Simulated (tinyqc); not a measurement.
Worked calculation: coherent transport through a tight-binding region between two chains. One step of it, computed by the program tinyqc.

Problem. Transmission at E = 0.88 eV. Surface Green function g = (E - i sqrt(4 t^2 - E^2)) / (2 t^2); self-energy tc^2 g on each contact site; G = (E - H - Sigma)^(-1); Gamma = -2 Im Sigma; T = Gamma_L Gamma_R |G_LR|^2; local density of states -Im G_ii / pi.

H of the central region (eV):
```
           1          2          3
1   0.000000  -0.680000   0.000000
2  -0.680000   1.380000  -1.960000
3   0.000000  -1.960000   0.000000
```

Leads: semi-infinite chains with site energy 0:
```
parameter                           value
lead hopping t (eV)              2.320000
coupling to the left lead (eV)   0.870000
coupling to the right lead (eV)  0.900000
left contact site                       1
right contact site                      3
```

E = 0.880000 eV

Give: g; G; local density of states; transmission.

Solution.

g = 0.0817-0.4232i 1/eV

G (1/eV):
```
                 1                2                3
1   0.9560-0.3727i   0.1449-0.0019i  -0.2947+0.1288i
2   0.1449-0.0019i  -0.1752-0.0659i   0.4152-0.0161i
3  -0.2947+0.1288i   0.4152-0.0161i   0.2082-0.0488i
```

local density of states (1/eV): 0.1186  0.0210  0.0155

transmission = 0.0454
